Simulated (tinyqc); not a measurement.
Inside a calculation. Model: four-point probe, van der Pauw, Hall and spreading-resistance readings of a semiconductor layer. Computed by tinyqc, a small Python program that keeps every step. Command: `OMP_NUM_THREADS=1 python tinyqc.py 3111193 3111194 out.jsonl probe walk`. One thread of a shared host (Intel(R) Xeon(R) Processor @ 2.30GHz), about 0.01 s of CPU time with the checks. Intermediate numbers are printed to about 6 digits and carried at full precision; extremes and crossings named in words are read from the listed rows.

The layer is uniform and ohmic; contacts are points unless a radius is given.

Inputs (values chosen for the exercise, modelled on n-type silicon): carrier density n = 1.1e+14 1/cm^3; drift mobility mu = 1250 cm^2/(V s); layer thickness t = 25 micrometre; probe spacing s = 0.5 mm; current I = 0.05 mA; side ratio a/b of the van der Pauw rectangle = 2.4; magnetic field B = 0.31 T; Hall factor r_H = 1.1; wafer diameter over spacing D/s = 43.

Backing of the layer: insulating.

Constants: e = 1.602176634e-19 C.

## Resistivity and sheet resistance

rho = 1/(e n mu); R_s = rho/t.

resistivity rho = 45.3928 ohm cm

sheet resistance R_s = 18157.1 ohm/square

## Four-point voltage

Collinear probes with equal spacing on a layer with insulating backing: images at depth 2 m t give V = (rho I/(2 pi s)) G, G = 1 + 4 sum_(m>=1) [1/sqrt(1 + (2 m u)^2) - 1/sqrt(4 + (2 m u)^2)], u = t/s; the sum runs to m = 20000, with the tail 3/(32 u^3 M^2) added to the sum for M = 20000. Limits: thick, rho = 2 pi s V/I; thin on an insulator, rho = (pi/ln 2) t V/I.

t/s = 0.05

G = 27.7259

voltage V = 200.305 mV

rho by the thick formula = 1258.56 ohm cm

rho by the thin formula = 45.3928 ohm cm

The thick formula is off by +2672.6 % and the thin one by 0.0 %.

## Thickness correction

The last two columns give rho(formula)/rho for rho = 2 pi s V/I and rho = (pi/ln 2) t V/I.

Correction against t/s:
```
t/s        G  thick formula  thin formula
0.1  13.8629        13.8629       1.00000
0.2   6.9315         6.9315       1.00000
0.3   4.6211         4.6211       1.00003
0.5   2.7799         2.7799       1.00264
0.7   2.0175         2.0175       1.01871
1.0   1.5045         1.5045       1.08524
1.5   1.1973         1.1973       1.29547
2.0   1.0939         1.0939       1.57814
3.0   1.0306         1.0306       2.23037
5.0   1.0070         1.0070       3.63194
```

The thin formula holds to 1 % up to t/s = 0.5 and the thick one holds to 1 % from t/s = 5.

## Finite wafer

For a thin circular wafer probed at its centre, R_s = C V/I with C = pi/(ln 2 + ln[((D/s)^2 + 3)/((D/s)^2 - 3)]).

factor C = 4.51124

error if pi/ln 2 is used = 0.468155 %

## The two van der Pauw resistances

Thin rectangle with point contacts at the corners; for R_B current and voltage contacts lie along the two sides of length a, for R_A along those of length b: exp(-pi R_A/R_s) = (theta_4/theta_3)^4, exp(-pi R_B/R_s) = (theta_2/theta_3)^4 with q = exp(-pi a/b), theta_2 = 2 sum_(m>=0) q^((m + 1/2)^2), theta_3 = 1 + 2 sum_(m>=1) q^(m^2), theta_4 = 1 + 2 sum_(m>=1) (-1)^m q^(m^2).

R_A = 49.1489 ohm

R_B = 27577.2 ohm

ratio R_B/R_A = 561.095

## Solving the van der Pauw equation

Solve exp(-pi z R_A) + exp(-pi z R_B) = 1 for z = 1/R_s by seven Newton steps from z = 2 ln 2/(pi (R_A + R_B)); f = R_s 2 ln 2/(pi (R_A + R_B)).

Steps:
```
step  1/z (ohm)  left side less 1
0       62606.3       2.48154e-01
1       36601.4       8.95496e-02
2       26218.6       3.08500e-02
3       21100.9       9.18580e-03
4       18796.2       1.77807e-03
5       18197.5       1.08943e-04
6       18157.3       4.74873e-07
```

R_s found = 18157.1 ohm/square

correction f = 0.290021

Averaging R_A and R_B without f would overstate R_s by 244.8 %.

## Hall reading

V_H = r_H I B/(e n t); apparent density n/r_H; Hall mobility r_H mu; Hall angle tan = r_H mu B (SI).

Hall voltage = 38.6974 mV

apparent density = 1.00e+14 1/cm^3

Hall mobility = 1375 cm^2/(V s)

tangent of the Hall angle = 0.042625

Checks made by the program: thin limit of G, 2 ln 2/u at u = 0.02 (relative difference below 1e-10); R_s recovered (relative difference 2e-10).
